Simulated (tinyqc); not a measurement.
Inputs raised by 5 %, one at a time: millisecond and nanosecond annealing: surface heating, thermal budget and solid-phase regrowth. Computed by tinyqc, a small Python program. Command: `OMP_NUM_THREADS=1 python tinyqc.py 3005984 3005985 out.jsonl flash sens`. One thread of a shared host (Intel(R) Xeon(R) Processor @ 2.30GHz), about 0.04 s of CPU time with the checks.

A square pulse heats the surface of a thick wafer with constant thermal properties; losses by radiation are neglected and silicon melts at 1414 C.

Inputs (values chosen for the exercise, modelled on hot silicon with arsenic):
```
quantity                      value        unit
incident fluence               6.19      J/cm^2
pulse length t_p            9.2e-05           s
reflectance R                  0.44           -
thermal conductivity k         0.25    W/(cm K)
heat capacity per volume c     2.13  J/(cm^3 K)
preheat temperature T0          800           C
dopant prefactor D0            9.75      cm^2/s
dopant activation energy E     4.03          eV
regrowth prefactor v0       5.1e+08        cm/s
regrowth energy E_v            2.72          eV
amorphous layer                  28          nm
```

Source: scanned laser.

Constants: k_B = 8.617333262e-05 eV/K.

Method:
- Absorbed flux q = (1 - R) fluence/t_p; kappa = k/c. With f(z, t) = (2 q/k) sqrt(kappa t) ierfc(z/(2 sqrt(kappa t))), ierfc(x) = exp(-x^2)/sqrt(pi) - x erfc(x): T = T0 + f(z, t) during the pulse and T0 + f(z, t) - f(z, t - t_p) after it.
- At the surface the rise at the end of the pulse is 2 q sqrt(t_p/(pi k c)); the fluence that just melts the surface scales with (1414 - T0).
- Temperatures in kelvin are T(C) + 273.15.
- Integrate exp(-E/(k_B T(t))) at the surface from 0 to 10 t_p (Gauss-Legendre, 60 points in sqrt(t) up to t_p and 60 in sqrt(t - t_p) after it). (Dt) = D0 x integral with E; regrowth = v0 x integral with E_v; effective time = integral/exp(-E/(k_B T_peak)).

Runs; columns: (1) input moved; (2) from; (3) to; (4) diffusion length 2 sqrt(Dt) (nm); (5) possible regrowth (nm); (6) effective time over t_p; (7) fluence at the melting threshold (J/cm^2):
```
(1)                                       (2)      (3)     (4)    (5)     (6)    (7)
base run                                    -        -  0.1601  577.2  0.1990  6.801
incident fluence (J/cm^2)                6.19   6.4995  0.2019  780.7  0.1954  6.801
reflectance R                            0.44    0.462  0.1327  452.8  0.2022  7.079
thermal conductivity k (W/(cm K))        0.25   0.2625  0.1427  497.6  0.2009  6.969
heat capacity per volume c (J/(cm^3 K))  2.13   2.2365  0.1427  497.6  0.2009  6.969
dopant activation energy E (eV)          4.03   4.2315  0.0762  577.2  0.1892  6.801
dopant prefactor D0 (cm^2/s)             9.75  10.2375  0.1640  577.2  0.1990  6.801
```

Exponents ln(y'/y) / ln(x'/x):
```
input                       diffusion length 2 sqrt(Dt)  possible regrowth  effective time over t_p  fluence at the melting threshold
incident fluence                                  4.759              6.187                   -0.369                             0.000
reflectance R                                    -3.843             -4.978                    0.323                             0.821
thermal conductivity k                           -2.346             -3.042                    0.195                             0.500
heat capacity per volume c                       -2.346             -3.042                    0.195                             0.500
dopant activation energy E                      -15.201              0.000                   -1.036                             0.000
dopant prefactor D0                               0.500              0.000                    0.000                             0.000
```

Among the inputs moved here: diffusion length 2 sqrt(Dt) answers most in size to dopant activation energy E (exponent -15.201), next to incident fluence (+4.759). Its exponent +0.500 in dopant prefactor D0: a diffusion length. Possible regrowth answers most in size to incident fluence (exponent +6.187), next to reflectance R (-4.978); its exponent is below 0.0005 for dopant activation energy E, dopant prefactor D0. Effective time over t_p answers most in size to dopant activation energy E (exponent -1.036), next to incident fluence (-0.369); its exponent is below 0.0005 for dopant prefactor D0. Fluence at the melting threshold answers most in size to reflectance R (exponent +0.821), next to thermal conductivity k (+0.500); its exponent is below 0.0005 for incident fluence, dopant activation energy E, dopant prefactor D0. Its exponent +0.500 in thermal conductivity k: the rise goes as 1/sqrt(k c). Its exponent +0.500 in heat capacity per volume c: the rise goes as 1/sqrt(k c).

Caution (all rows): equilibrium diffusivities are used; implant damage enhances diffusion, and k and c vary with temperature. Caution (all rows): the peak lies above 1150 C, and amorphous silicon melts some 200 to 250 K below the crystal, so a layer that has not regrown before the peak may melt instead. Caution (all rows): at this preheat temperature the layer would already regrow within five seconds or less before the pulse. Caution (all rows): a diffusion length below the atomic spacing of 0.235 nm means about one jump per atom or fewer, so the profile does not change measurably.

Extremes, crossings and ranges named in words are read from the listed rows.
